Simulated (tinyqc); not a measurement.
# Bandgap voltage reference from two bipolar transistors: effect of the offset of the amplifier

Two transistors of area 1 and N carry the same current I. Is(T) = Is (T/T0)^eta exp[(Vg0 q/kB)(1/T0 - 1/T)], VBE1 = Vt ln(I/Is(T)) + I rb, VBE2 = Vt ln(I/(N Is(T))) + I rb/N. The amplifier forces I R1(T) = VBE1 - VBE2 + Vos, with R(T) = R (1 + tc (T - T0)) for both resistors, and the output is Vref = VBE1 + I R2(T). Base currents and the Early effect are neglected.

Vt = kB T/q; I = (Vt ln N + Vos)/(R1(T) - rb (1 - 1/N)). Box coefficient: span of Vref between 233 and 398 K over its average over T and over 165 K. The last column is the R2 that gives zero slope at T0.

Parameters, values chosen for the exercise; values of the order met in silicon bipolar transistors: reference temperature T0 = 323 K; band-gap voltage extrapolated to 0 K Vg0 = 1.151 V; temperature exponent of the saturation current eta = 3.4; saturation current of the unit transistor at T0 Is = 2.1e-16 A; area ratio of the second transistor N = 8; resistor across which the difference of VBE falls, at T0 R1 = 33 kohm; temperature coefficient of both resistors tc = 0 ppm/K; series resistance of the unit transistor rb = 36 ohm; output resistor at T0 R2 = 314.8 kohm.

Constants: q = 1.602176634e-19 C, kB = 1.380649e-23 J/K. Results are converted to the units shown.

Effect of the offset of the amplifier:
```
Vos (mV)	I at T0 (uA)	Vref at T0 (V)	slope at T0 (uV/K)	box coefficient (ppm/K)	R2 for zero slope (kohm)
-5	1.604	1.138	-89.93	72.58	331.3
-3	1.665	1.159	-90.17	71.55	331.4
-1	1.725	1.179	-90.28	70.44	331.4
0	1.756	1.189	-90.29	69.85	331.4
1	1.786	1.199	-90.28	69.26	331.4
3	1.847	1.219	-90.18	68.03	331.4
5	1.907	1.239	-90.00	66.77	331.4
```

As Vos goes from -5 to 5, Vref rises from 1.138 to 1.239 V and the box coefficient falls from 72.6 to 66.8 ppm/K. Each mV of offset moves Vref by 10.0 mV, about R2/R1 = 9.54 plus the change of VBE1 with the current.

Program tinyqc, `OMP_NUM_THREADS=1 python tinyqc.py 2062054 2062055 out.jsonl`; Intel Xeon 2.30GHz, shared host, one thread, about 0.03 s.
